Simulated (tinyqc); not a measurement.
Static screening by free carriers, step by step. Values are carried at full precision from step to step, so a last printed digit may differ when a step is redone from the rounded ones.

kF = (3 pi^2 n/Mv)^(1/3), EF = c kF^2/m with c = hbar^2/2m0, n in 1/angstrom^3 (1e-24 per 1/cm^3), e2 = e^2/(4 pi eps0). Thomas-Fermi: qTF^2 = 6 pi e2 n/(eps EF). Debye: qD^2 = 4 pi e2 n/(eps kB T).

Constants: hbar^2/2m0 = 3.80998211 eV angstrom^2; e^2/(4 pi eps0) = 14.39964547 eV angstrom; kB = 8.617333262e-05 eV/K; a0 (Bohr radius) = 0.5291772105 angstrom.

Inputs chosen for the exercise (a free-electron density near that of Cu; not measured data): n = 8.7e+22 1/cm^3 (carrier density); m = 1 m0 (mass of one isotropic valley); Mv = 1 (valleys); eps = 1 (background dielectric constant); T = 300 K; q = 2.97 1/angstrom (wave vector).

## Fermi and screening wave vectors

Also the effective Bohr radius aB = a0 eps/m and rs = (3/(4 pi n))^(1/3)/aB.

kF = 1.3708 1/angstrom
EF at 0 K = 7160 meV
EF/kT = 277
qTF = 1.8161 1/angstrom
qD = 24.677 1/angstrom
aB = 0.5292 angstrom
rs = 2.65

The gas is degenerate, so the Thomas-Fermi value applies. With rs above 1 exchange and correlation, left out here, are not small.

## Lindhard function at one q

Lindhard at zero temperature: eps(q)/eps = 1 + (qTF/q)^2 L(x), x = q/(2 kF), L(x) = 1/2 + ((1 - x^2)/(4x)) ln|(1 + x)/(1 - x)|.

Compare with Thomas-Fermi, 1 + (qTF/q)^2.

x = 1.0833
L(x) = 0.3711
eps(q)/eps, Lindhard = 1.139
eps(q)/eps, Thomas-Fermi = 1.374

The carriers respond with 37 % of their long-wave strength at this q, beyond 2 kF, where no pair of states on the Fermi surface is joined by q.

## Checks

- L(x) at x = 0.7 against the integral over the Fermi sphere: both 0.81595.

Program tinyqc; command `OMP_NUM_THREADS=1 python tinyqc.py 1682342 1682343 out.jsonl`; about 0.01 s on one thread of a shared Intel(R) Xeon(R) Processor @ 2.30GHz.
